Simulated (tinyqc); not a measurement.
Inside a calculation. Method: G0W0 on RHF in the 6-31g basis, for H3+, spin multiplicity 1. Computed by tinyqc, a small Python program that keeps every step (integrals from PySCF). Settings: charge = 1, multiplicity = 1, basis = 6-31g, method = RHF, energy threshold = 1e-10, iteration cap = 77, orthogonalisation = symmetric, start = core, DIIS depth = 6. Command: `OMP_NUM_THREADS=1 python tinyqc.py 20770 20771 out.jsonl` (the two numbers bound the seeds that draw the settings). One thread of a shared host (Intel(R) Xeon(R) Processor @ 2.60GHz), about 0.07 s of CPU time with the checks. The early iterations of the SCF are left out here.

## One-electron integrals

Geometry (angstrom):
```
atom         x         y          z
H     0.000000  0.000000   0.000000
H     0.000000  0.000000   0.765000
H     0.000000  0.404000  -0.650000
```

Basis 6-31g: exponents (1/bohr^2) and contraction coefficients of normalised primitives:
```
element  l (shell)   exponent  coefficient
H            s (1)  18.731137     0.033495
H            s (1)   2.825394     0.234727
H            s (1)   0.640122     0.813757
H            s (2)   0.161278     1.000000
```

Overlap, kinetic and nuclear-attraction integrals over the contracted functions; the nuclear repulsion is the sum of Za Zb / Rab.

nuclear repulsion = 1.74278668 hartree

overlap S:
```
          1H 1s     1H 2s     2H 1s     2H 2s     3H 1s     3H 2s
1H 1s  1.000000  0.658292  0.433119  0.500153  0.432838  0.500037
1H 2s  0.658292  1.000000  0.500153  0.844910  0.500037  0.844790
2H 1s  0.433119  0.500153  1.000000  0.658292  0.060447  0.238474
2H 2s  0.500153  0.844910  0.658292  1.000000  0.238474  0.536025
3H 1s  0.432838  0.500037  0.060447  0.238474  1.000000  0.658292
3H 2s  0.500037  0.844790  0.238474  0.536025  0.658292  1.000000
```

kinetic energy T (hartree):
```
          1H 1s     1H 2s      2H 1s     2H 2s      3H 1s     3H 2s
1H 1s  1.395678  0.259735   0.206064  0.160951   0.205730  0.160883
1H 2s  0.259735  0.241917   0.160951  0.181434   0.160883  0.181389
2H 1s  0.206064  0.160951   1.395678  0.259735  -0.047424  0.030217
2H 2s  0.160951  0.181434   0.259735  0.241917   0.030217  0.075766
3H 1s  0.205730  0.160883  -0.047424  0.030217   1.395678  0.259735
3H 2s  0.160883  0.181389   0.030217  0.075766   0.259735  0.241917
```

nuclear attraction V (hartree):
```
           1H 1s      1H 2s      2H 1s      2H 2s      3H 1s      3H 2s
1H 1s  -3.017416  -1.598526  -1.185318  -1.210825  -1.184400  -1.210520
1H 2s  -1.598526  -1.684469  -1.118915  -1.391044  -1.118566  -1.390836
2H 1s  -1.185318  -1.118915  -2.695059  -1.407121  -0.159475  -0.546486
2H 2s  -1.210825  -1.391044  -1.407121  -1.513133  -0.546437  -0.905187
3H 1s  -1.184400  -1.118566  -0.159475  -0.546437  -2.694797  -1.406988
3H 2s  -1.210520  -1.390836  -0.546486  -0.905187  -1.406988  -1.513051
```

core Hamiltonian H = T + V (hartree):
```
           1H 1s      1H 2s      2H 1s      2H 2s      3H 1s      3H 2s
1H 1s  -1.621737  -1.338791  -0.979254  -1.049874  -0.978670  -1.049637
1H 2s  -1.338791  -1.442553  -0.957965  -1.209610  -0.957682  -1.209447
2H 1s  -0.979254  -0.957965  -1.299380  -1.147386  -0.206899  -0.516269
2H 2s  -1.049874  -1.209610  -1.147386  -1.271216  -0.516220  -0.829421
3H 1s  -0.978670  -0.957682  -0.206899  -0.516220  -1.299119  -1.147253
3H 2s  -1.049637  -1.209447  -0.516269  -0.829421  -1.147253  -1.271134
```

## Two-electron integrals

Functions are numbered as in S; the eight-fold symmetry (ij|kl) = (ji|kl) = (kl|ij) leaves the list below.

Two-electron integrals (ij|kl) in chemists' order, unique and non-zero (hartree):
```
(11|11) 1.076566   (21|11) 0.578470   (21|21) 0.329423   (22|11) 0.587396
(22|21) 0.361304   (22|22) 0.453150   (31|11) 0.384755   (31|21) 0.219334
(31|22) 0.239849   (31|31) 0.180570   (32|11) 0.335695   (32|21) 0.203895
(32|22) 0.246642   (32|31) 0.174988   (32|32) 0.189186   (33|11) 0.646585
(33|21) 0.399975   (33|22) 0.492826   (33|31) 0.384755   (33|32) 0.432611
(33|33) 1.076566   (41|11) 0.432611   (41|21) 0.247262   (41|22) 0.272763
(41|31) 0.174988   (41|32) 0.166042   (41|33) 0.335695   (41|41) 0.189186
(42|11) 0.473759   (42|21) 0.293090   (42|22) 0.372384   (42|31) 0.211881
(42|32) 0.227821   (42|33) 0.473759   (42|41) 0.227821   (42|42) 0.323492
(43|11) 0.399975   (43|21) 0.247358   (43|22) 0.309470   (43|31) 0.219334
(43|32) 0.247262   (43|33) 0.578470   (43|41) 0.203895   (43|42) 0.293090
(43|43) 0.329423   (44|11) 0.492826   (44|21) 0.309470   (44|22) 0.406999
(44|31) 0.239849   (44|32) 0.272763   (44|33) 0.587396   (44|41) 0.246642
(44|42) 0.372384   (44|43) 0.361304   (44|44) 0.453150   (51|11) 0.384459
(51|21) 0.219172   (51|22) 0.239683   (51|31) 0.124241   (51|32) 0.111768
(51|33) 0.205860   (51|41) 0.156339   (51|42) 0.180938   (51|43) 0.132622
(51|44) 0.180437   (51|51) 0.180326   (52|11) 0.335555   (52|21) 0.203817
(52|22) 0.246564   (52|31) 0.111805   (52|32) 0.106227   (52|33) 0.196432
(52|41) 0.144152   (52|42) 0.182304   (52|43) 0.127773   (52|44) 0.181444
(52|51) 0.174825   (52|52) 0.189098   (53|11) 0.056283   (53|21) 0.031781
(53|22) 0.034138   (53|31) 0.021869   (53|32) 0.020120   (53|33) 0.039967
(53|41) 0.024061   (53|42) 0.027993   (53|43) 0.024370   (53|44) 0.029690
(53|51) 0.021856   (53|52) 0.020116   (53|53) 0.003287   (54|11) 0.171944
(54|21) 0.102944   (54|22) 0.121441   (54|31) 0.058823   (54|32) 0.055566
(54|33) 0.103649   (54|41) 0.073800   (54|42) 0.091821   (54|43) 0.066863
(54|44) 0.092560   (54|51) 0.084879   (54|52) 0.088731   (54|53) 0.010311
(54|54) 0.042484   (55|11) 0.646387   (55|21) 0.399876   (55|22) 0.492759
(55|31) 0.205964   (55|32) 0.196468   (55|33) 0.359327   (55|41) 0.276747
(55|42) 0.353453   (55|43) 0.235824   (55|44) 0.344808   (55|51) 0.384459
(55|52) 0.432506   (55|53) 0.039967   (55|54) 0.197762   (55|55) 1.076566
(61|11) 0.432506   (61|21) 0.247203   (61|22) 0.272698   (61|31) 0.156416
(61|32) 0.144171   (61|33) 0.276742   (61|41) 0.182648   (61|42) 0.216017
(61|43) 0.173677   (61|44) 0.223929   (61|51) 0.174825   (61|52) 0.165949
(61|53) 0.024056   (61|54) 0.082705   (61|55) 0.335555   (61|61) 0.189098
(62|11) 0.473674   (62|21) 0.293039   (62|22) 0.372323   (62|31) 0.181031
(62|32) 0.182329   (62|33) 0.353433   (62|41) 0.216030   (62|42) 0.292755
(62|43) 0.225589   (62|44) 0.308845   (62|51) 0.211711   (62|52) 0.227733
(62|53) 0.027990   (62|54) 0.109519   (62|55) 0.473674   (62|61) 0.227733
(62|62) 0.323400   (63|11) 0.171976   (63|21) 0.102959   (63|22) 0.121451
(63|31) 0.084938   (63|32) 0.088751   (63|33) 0.197762   (63|41) 0.082732
(63|42) 0.109535   (63|43) 0.114121   (63|44) 0.127830   (63|51) 0.058792
(63|52) 0.055556   (63|53) 0.010311   (63|54) 0.029021   (63|55) 0.103649
(63|61) 0.073794   (63|62) 0.091814   (63|63) 0.042484   (64|11) 0.310419
(64|21) 0.191277   (64|22) 0.240858   (64|31) 0.128532   (64|32) 0.133161
(64|33) 0.267417   (64|41) 0.145050   (64|42) 0.199602   (64|43) 0.167700
(64|44) 0.219852   (64|51) 0.128452   (64|52) 0.133133   (64|53) 0.018548
(64|54) 0.065865   (64|55) 0.267417   (64|61) 0.145020   (64|62) 0.199579
(64|63) 0.065865   (64|64) 0.130200   (65|11) 0.399876   (65|21) 0.247308
(65|22) 0.309433   (65|31) 0.132692   (65|32) 0.127797   (65|33) 0.235824
(65|41) 0.173685   (65|42) 0.225603   (65|43) 0.154210   (65|44) 0.223373
(65|51) 0.219172   (65|52) 0.247203   (65|53) 0.024370   (65|54) 0.114121
(65|55) 0.578470   (65|61) 0.203817   (65|62) 0.293039   (65|63) 0.066863
(65|64) 0.167700   (65|65) 0.329423   (66|11) 0.492759   (66|21) 0.309433
(66|22) 0.406964   (66|31) 0.180539   (66|32) 0.181480   (66|33) 0.344808
(66|41) 0.223956   (66|42) 0.308871   (66|43) 0.223373   (66|44) 0.318518
(66|51) 0.239683   (66|52) 0.272698   (66|53) 0.029690   (66|54) 0.127830
(66|55) 0.587396   (66|61) 0.246564   (66|62) 0.372323   (66|63) 0.092560
(66|64) 0.219852   (66|65) 0.361304   (66|66) 0.453150
```

## Orthogonalisation

S = U s U^T; symmetric (Loewdin) form X = U s^(-1/2) U^T, so that X^T S X = 1.

eigenvalues of S: 0.032959  0.219280  0.396509  0.546548  1.184248  3.620456

X:
```
           1H 1s      1H 2s      2H 1s      2H 2s      3H 1s      3H 2s
1H 1s   1.341443  -0.592554  -0.190711   0.108420  -0.190494   0.108319
1H 2s  -0.592554   3.732288  -0.025373  -1.559441  -0.025437  -1.558769
2H 1s  -0.190711  -0.025373   1.300637  -0.472547   0.073169   0.056742
2H 2s   0.108420  -1.559441  -0.472547   2.177358   0.056740   0.350030
3H 1s  -0.190494  -0.025437   0.073169   0.056740   1.300543  -0.472540
3H 2s   0.108319  -1.558769   0.056742   0.350030  -0.472540   2.176712
```

## Iteration 6 (converged): orbitals

converged F (hartree):
```
           1H 1s      1H 2s      2H 1s      2H 2s      3H 1s      3H 2s
1H 1s  -0.690344  -0.926956  -0.728134  -0.764248  -0.727821  -0.764101
1H 2s  -0.926956  -0.835784  -0.676301  -0.709767  -0.676105  -0.709695
2H 1s  -0.728134  -0.676301  -0.394459  -0.694783  -0.300139  -0.451223
2H 2s  -0.764248  -0.709767  -0.694783  -0.653615  -0.451157  -0.549599
3H 1s  -0.727821  -0.676105  -0.300139  -0.451157  -0.394273  -0.694646
3H 2s  -0.764101  -0.709695  -0.451223  -0.549599  -0.694646  -0.653551
```

Diagonalise F' = X^T F X, C = X C', fill 1 alpha and 1 beta electrons from the bottom; D = 2 C_occ C_occ^T. Each column has its largest component positive (the first on a tie).

F' = X^T F X (hartree):
```
           1          2          3          4          5          6
1   0.130855  -0.608162  -0.498368  -0.093450  -0.498029  -0.093490
2  -0.608162   0.091844  -0.146428  -0.181119  -0.146452  -0.181073
3  -0.498368  -0.146428   0.225639  -0.512608   0.080256  -0.060032
4  -0.093450  -0.181119  -0.512608  -0.012551  -0.060027  -0.110068
5  -0.498029  -0.146452   0.080256  -0.060027   0.225521  -0.512567
6  -0.093490  -0.181073  -0.060032  -0.110068  -0.512567  -0.012607
```

orbital energies (hartree): MO1 -1.148045, MO2 -0.331782, MO3 -0.007168, MO4 0.435749, MO5 0.574596, MO6 1.125352

coefficients C:
```
            MO1        MO2        MO3        MO4        MO5        MO6
1H 1s  0.401650  -0.000086   0.258777  -0.711450  -0.000080  -1.229750
1H 2s  0.306170  -0.000141   3.051031   2.273418   0.000271   2.138468
2H 1s  0.247250  -0.325721  -0.001028  -0.546009   0.886794   0.841895
2H 2s  0.045388  -0.679541  -1.965566  -0.487383  -1.160375  -1.273674
3H 1s  0.247171   0.325800  -0.000954  -0.545435  -0.887728   0.841079
3H 2s  0.045416   0.679926  -1.964450  -0.487948   1.160838  -1.272614
```

D after iteration 6:
```
          1H 1s     1H 2s     2H 1s     2H 2s     3H 1s     3H 2s
1H 1s  0.322646  0.245946  0.198616  0.036460  0.198552  0.036483
1H 2s  0.245946  0.187480  0.151401  0.027793  0.151353  0.027810
2H 1s  0.198616  0.151401  0.122265  0.022444  0.122226  0.022458
2H 2s  0.036460  0.027793  0.022444  0.004120  0.022437  0.004123
3H 1s  0.198552  0.151353  0.122226  0.022437  0.122187  0.022451
3H 2s  0.036483  0.027810  0.022458  0.004123  0.022451  0.004125
```

## Convergence

Stop when the energy changes by less than 1e-10 hartree and every element of the error matrix X^T (F D S - S D F) X is below 3e-06.

Course of the cycle:
```
iteration  E (hartree)     change  largest element of the error matrix
1          -1.17289295          -                             2.31e-01
2          -1.22054727  -4.77e-02                             2.61e-02
3          -1.22143426  -8.87e-04                             9.32e-04
4          -1.22143700  -2.73e-06                             3.56e-05
5          -1.22143700  -3.03e-09                             4.86e-06
6          -1.22143700  -4.93e-11                             9.71e-10
```

PySCF RHF in the same basis = -1.22143700 hartree

Converged in 6 iterations.

## Integrals over molecular orbitals

(pq|rs) = sum C_ip C_jq C_kr C_ls (ij|kl), one index at a time.

one-electron integrals over orbitals h = C^T H C (hartree):
```
           1          2          3          4          5          6
1  -1.816178   0.000064  -0.086995   0.118927  -0.000003   0.073082
2   0.000064  -1.199011  -0.000036  -0.000107   0.218463   0.000052
3  -0.086995  -0.000036  -0.732177   0.018863  -0.000027   0.213034
4   0.118927  -0.000107   0.018863  -0.472943   0.000029  -0.030968
5  -0.000003   0.218463  -0.000027   0.000029  -0.310533  -0.000025
6   0.073082   0.000052   0.213034  -0.030968  -0.000025  -0.065949
```

Two-electron integrals over orbitals (pq|rs), unique and non-zero (hartree):
```
(11|11) 0.668133    (21|11) -0.000064   (21|21) 0.120575    (22|11) 0.493902
(22|21) 0.000048    (22|22) 0.465993    (31|11) 0.086995    (31|21) 0.000006
(31|22) 0.008716    (31|31) 0.048958    (32|11) 0.000021    (32|21) -0.060874
(32|22) -0.000033   (32|31) -0.000013   (32|32) 0.066256    (33|11) 0.386984
(33|21) -0.000036   (33|22) 0.358295    (33|31) 0.013346    (33|32) 0.000034
(33|33) 0.331232    (41|11) -0.118927   (41|21) 0.000049    (41|22) -0.070835
(41|31) -0.020299   (41|32) -0.000008   (41|33) -0.033123   (41|41) 0.065401
(42|11) 0.000078    (42|21) -0.036987   (42|22) 0.000020    (42|31) 0.000011
(42|32) 0.010433    (42|33) 0.000016    (42|41) -0.000044   (42|42) 0.027968
(43|11) -0.019581   (43|21) 0.000021    (43|22) -0.004976   (43|31) 0.000254
(43|32) -0.000020   (43|33) -0.005398   (43|41) 0.018817    (43|42) -1.73e-06
(43|43) 0.021483    (44|11) 0.487046    (44|21) -0.000082   (44|22) 0.389997
(44|31) 0.056059    (44|32) 0.000036    (44|33) 0.327063    (44|41) -0.045809
(44|42) 0.000059    (44|43) 0.008876    (44|44) 0.426834    (51|11) 2.99e-06
(51|21) -0.079012   (51|22) -0.000059   (51|31) -4.15e-06   (51|32) 0.021832
(51|33) 1.57e-06    (51|41) -0.000021   (51|42) 0.040217    (51|43) -8.64e-07
(51|44) 0.000039    (51|51) 0.071120    (52|11) -0.148737   (52|21) -0.000043
(52|22) -0.111688   (52|31) -0.015699   (52|32) 0.000008    (52|33) -0.036550
(52|41) 0.058325    (52|42) -1.56e-06   (52|43) 0.001882    (52|44) -0.083022
(52|51) 0.000071    (52|52) 0.093843    (53|11) 0.000012    (53|21) -0.025447
(53|22) -0.000016   (53|31) -1.06e-06   (53|32) 0.037317    (53|33) 0.000024
(53|41) 3.15e-06    (53|42) -0.003344   (53|43) -0.000013   (53|44) 0.000025
(53|51) 0.000816    (53|52) -0.000008   (53|53) 0.035232    (54|11) -0.000025
(54|21) 0.083968    (54|22) 0.000034    (54|31) 0.000016    (54|32) -0.039017
(54|33) -0.000022   (54|41) 0.000040    (54|42) -0.028469   (54|43) 0.000019
(54|44) -0.000039   (54|51) -0.059632   (54|52) -0.000037   (54|53) -0.015776
(54|54) 0.066712    (55|11) 0.478125    (55|21) 0.000135    (55|22) 0.444104
(55|31) 0.012531    (55|32) -0.000069   (55|33) 0.339090    (55|41) -0.079652
(55|42) -0.000015   (55|43) -0.006137   (55|44) 0.380383    (55|51) -0.000134
(55|52) -0.120252   (55|53) -0.000030   (55|54) 0.000105    (55|55) 0.447284
(61|11) -0.073082   (61|21) -0.000025   (61|22) 0.032818    (61|31) -0.058381
(61|32) 0.000022    (61|33) -0.015081   (61|41) 0.021610    (61|42) 0.000010
(61|43) 0.020025    (61|44) -0.031205   (61|51) 0.000015    (61|52) -0.023484
(61|53) 1.66e-06    (61|54) -0.000030   (61|55) 0.036216    (61|61) 0.119319
(62|11) -0.000039   (62|21) 0.088631    (62|22) 0.000023    (62|31) 0.000018
(62|32) -0.039718   (62|33) -0.000020   (62|41) 0.000038    (62|42) -0.038178
(62|43) 3.04e-06    (62|44) -0.000055   (62|51) -0.068155   (62|52) -0.000037
(62|53) -0.001760   (62|54) 0.066214    (62|55) 0.000097    (62|61) -0.000052
(62|62) 0.085475    (63|11) -0.135707   (63|21) 0.000023    (63|22) -0.069872
(63|31) -0.035450   (63|32) -5.03e-07   (63|33) -0.039461   (63|41) 0.043819
(63|42) -0.000030   (63|43) 0.008348    (63|44) -0.075665   (63|51) -0.000006
(63|52) 0.046806    (63|53) 0.000005    (63|54) 0.000007    (63|55) -0.063783
(63|61) 0.039310    (63|62) 0.000017    (63|63) 0.054018    (64|11) 0.026289
(64|21) 0.000049    (64|22) -0.036521   (64|31) 0.038178    (64|32) -0.000035
(64|33) 0.001028    (64|41) -0.002923   (64|42) -0.000022   (64|43) -0.006328
(64|44) 0.019205    (64|51) -0.000028   (64|52) 0.028138    (64|53) -0.000008
(64|54) 0.000049    (64|55) -0.043203   (64|61) -0.078286   (64|62) 0.000064
(64|63) -0.019518   (64|64) 0.061357    (65|11) 0.000020    (65|21) -0.106119
(65|22) -0.000070   (65|31) -0.000011   (65|32) 0.060865    (65|33) 0.000023
(65|41) -0.000030   (65|42) 0.044415    (65|43) -0.000014   (65|44) 0.000059
(65|51) 0.078119    (65|52) 0.000068    (65|53) 0.021776    (65|54) -0.082021
(65|55) -0.000167   (65|61) 0.000030    (65|62) -0.093178   (65|63) -0.000008
(65|64) -0.000054   (65|65) 0.120174    (66|11) 0.655310    (66|21) -0.000118
(66|22) 0.500209    (66|31) 0.079696    (66|32) 0.000053    (66|33) 0.388448
(66|41) -0.140585   (66|42) 0.000103    (66|43) -0.023442   (66|44) 0.476485
(66|51) 0.000035    (66|52) -0.160825   (66|53) 0.000021    (66|54) -0.000073
(66|55) 0.494426    (66|61) -0.067124   (66|62) -0.000091   (66|63) -0.143925
(66|64) 0.020649    (66|65) 0.000080    (66|66) 0.693160
```

## Screening: direct RPA

With D = e_a - e_i and K = (ia|jb): diagonalise D^(1/2) (D + 4K) D^(1/2) = Z w^2 Z^T; X + Y = D^(1/2) Z w^(-1/2), each column of Z with its largest component positive (the first on a tie); E_c = (sum w - tr (D + 2K)) / 2.

D^(1/2) (D + 4K) D^(1/2) (hartree^2):
```
           1>2        1>3        1>4        1>5        1>6
1>2   1.059967   0.000023   0.000224  -0.374769  -0.000136
1>3   0.000023   1.525022  -0.109143  -0.000023  -0.376087
1>4   0.000224  -0.109143   2.922733  -0.000141   0.164019
1>5  -0.374769  -0.000023  -0.000141   3.457551   0.000120
1>6  -0.000136  -0.376087   0.164019   0.000120   6.253373
```

excitation energies w (hartree): 1.001375  1.220187  1.708910  1.874771  2.508365

X + Y:
```
             1         2          3          4          5
1>2   0.892511  0.000037   0.000042  -0.099583  -0.000016
1>3  -0.000045  0.961962  -0.051324   0.000007  -0.053758
1>4  -0.000137  0.076339   0.959276  -0.000278   0.040562
1>5   0.197945  0.000024   0.000314   0.947589   0.000036
1>6   0.000034  0.104039  -0.064733  -0.000035   0.947737
```

RPA correlation energy = -0.03705522 hartree

## G0W0 on Hartree-Fock: HOMO

W(p,q,m) = sqrt2 sum_ia (pq|ia) (X+Y)_ia,m; Sigma_c(x) = sum_(i,m) W^2/(x - e_i + w_m) + sum_(a,m) W^2/(x - e_a - w_m); solve x = e_p + Sigma_c(x) by Newton steps; Z = 1/(1 - dSigma/dx); 1 hartree = 27.211386 eV.

The 12 largest terms at x = e_p (hartree; W for the signs of X + Y given):
```
q  m          W       term
1  3  -0.160963   0.015161
2  1   0.130071  -0.009308
1  2   0.094758   0.007359
6  5   0.165602  -0.005735
2  4  -0.122864  -0.005610
1  5  -0.111387   0.004946
5  4   0.106435  -0.003149
4  3   0.088219  -0.002364
5  1  -0.079820  -0.002339
3  5  -0.083135  -0.001894
3  2   0.055823  -0.001320
6  2  -0.059534  -0.001015
```

Newton steps (hartree):
```
step          x  Sigma_c(x)         Z
0     -1.148045   -0.006022  0.971513
1     -1.153896   -0.005850  0.971449
2     -1.153895   -0.005850  0.971449
```

quasiparticle energy of the HOMO = -31.399092 eV

Hartree-Fock value = -31.239902 eV

## G0W0 on Hartree-Fock: LUMO

As before.

The 12 largest terms at x = e_p (hartree; W for the signs of X + Y given):
```
q  m          W       term
1  1   0.130071   0.009308
2  3  -0.099733  -0.005820
1  4  -0.122864   0.005610
3  1  -0.070723  -0.003772
6  1   0.092791  -0.003502
6  4  -0.103816  -0.003235
5  3   0.082415  -0.002597
4  4   0.059104  -0.001322
4  1  -0.035427  -0.000710
3  4   0.037830  -0.000651
2  5   0.039260  -0.000614
5  5  -0.026937  -0.000212
```

Newton steps (hartree):
```
step          x  Sigma_c(x)         Z
0     -0.331782   -0.007746  0.981856
1     -0.339388   -0.007606  0.981892
2     -0.339388   -0.007606  0.981892
```

quasiparticle energy of the LUMO = -9.235230 eV

Hartree-Fock value = -9.028260 eV
